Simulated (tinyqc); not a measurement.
Yield per ion against the flux ratio: ion-assisted plasma etching: sheath, surface coverage, synergy and aspect-ratio dependence. Computed by tinyqc, a small Python program. Command: `OMP_NUM_THREADS=1 python tinyqc.py 3028457 3028458 out.jsonl etch walk`. One thread of a shared host (Intel(R) Xeon(R) Processor @ 2.30GHz), about 0.07 s of CPU time with the checks.

Radicals adsorb on bare sites; ions remove covered sites with a high yield and bare sites by sputtering; a slow spontaneous reaction acts everywhere, walls included.

Inputs (values chosen for the exercise, close to those used for silicon in a halogen plasma):

| quantity | value | unit |
|---|---|---|
| plasma density n_e | 8.5e+09 | 1/cm^3 |
| electron temperature T_e | 4.1 | eV |
| ion mass M_i | 71 | u |
| sheath voltage V | 490 | V |
| radical density n | 1.8e+13 | 1/cm^3 |
| radical mass M_n | 35.5 | u |
| gas temperature T_g | 350 | K |
| sticking coefficient s | 0.17 | - |
| radicals per removed unit x | 4 | - |
| yield slope b | 0.081 | eV^(-1/2) |
| threshold E_th | 7.9 | eV |
| sputter slope b_p | 0.03 | eV^(-1/2) |
| sputter threshold E_p | 33 | eV |
| spontaneous reaction probability k_c | 0.00012 | - |
| solid density N | 5e+22 | 1/cm^3 |
| ion temperature T_i | 0.37 | eV |

Feature: round hole.

Constants: e = 1.602176634e-19 C; u = 1.6605390666e-27 kg; k_B = 1.380649e-23 J/K; eps_0 = 8.8541878128e-12 F/m.

Method:
- Bohm speed u_B = sqrt(e T_e/M_i); ion flux G_i = 0.61 n_e u_B; radical flux G_n = n c/4 with c = sqrt(8 k_B T_g/(pi M_n)).
- Debye length lambda_D = sqrt(eps_0 T_e/(e n_s)) with n_s = 0.61 n_e, T_e in volts; Child-law sheath d = (sqrt2/3) lambda_D (2 V/T_e)^(3/4); ion energy E = V + T_e/2; angular spread = arctan(sqrt(T_i/E)).
- Yields: Y = b (sqrt(E) - sqrt(E_th)) on covered sites, Y_p = b_p (sqrt(E) - sqrt(E_p)) on bare ones (zero below threshold).
- Steady coverage: s G_n (1 - theta) = x Y G_i theta; removal flux = Y G_i theta + Y_p G_i (1 - theta) + k_c G_n; rate = flux/N, 1 cm/s = 6e8 nm/min.
- The ion flux is fixed and the radical flux set by the ratio; the removal per ion is the removal flux over G_i.

yield Y = 1.56909

sputter yield Y_p = 0.493129

ion flux G_i = 1.22389e+15 1/(cm^2 s)

Open field:

| G_n/G_i | theta | rate (nm/min) | removal per ion |
|---|---|---|---|
| 0.3 | 0.00806 | 7.370 | 0.5018 |
| 1 | 0.02637 | 7.661 | 0.5216 |
| 3 | 0.07515 | 8.435 | 0.5743 |
| 10 | 0.21313 | 10.628 | 0.7236 |
| 30 | 0.44830 | 14.379 | 0.9791 |
| 100 | 0.73035 | 18.960 | 1.2910 |
| 300 | 0.89042 | 21.842 | 1.4872 |
| 1000 | 0.96439 | 24.244 | 1.6508 |
| 3000 | 0.98784 | 28.140 | 1.9160 |

What follows from these numbers?

Coverage reaches one half at G_n/G_i = x Y/s = 36.9. Below that the ion-assisted part follows the radical flux, on top of the sputter floor Y_p = 0.493; above it the ion-assisted part saturates at Y = 1.57 per ion, and the further rise to 1.92 comes from the spontaneous reaction, which costs anisotropy. Caution: a sheath of several millimetres is collisional at usual pressures, which lowers the ion energy and widens the angles.
